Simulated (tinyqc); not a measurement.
Deal-Grove kinetics of thermal oxidation of silicon: one step, computed by the program tinyqc.

Oxidant diffuses through the oxide and reacts at the interface, so that dx/dt = B/(A + 2x) for the oxide thickness x.

Task: Thickness after the oxidation. tau = (x_i^2 + A x_i)/B and x = (A/2) [sqrt(1 + 4 B (t + tau)/A^2) - 1], the root of x^2 + A x = B (t + tau). Silicon consumed is 0.44 times the oxide grown; the rate is B/(A + 2x).

Inputs (values chosen for the exercise, close to those used for silicon): temperature T = 1000 C; initial oxide x_i = 0.1 um; time t = 0.73 h.

Ambient: steam. Surface: (100).

length A = 0.3791044 um

parabolic constant B = 2.909454 um^2/h

Give: tau; oxide thickness x; silicon consumed; final growth rate.

Result:

tau = 0.016467 h

oxide thickness x = 1.2963 um

silicon consumed = 0.52637 um

final growth rate = 0.97906 um/h

2x/A = 6.84: diffusion through the oxide limits the rate.
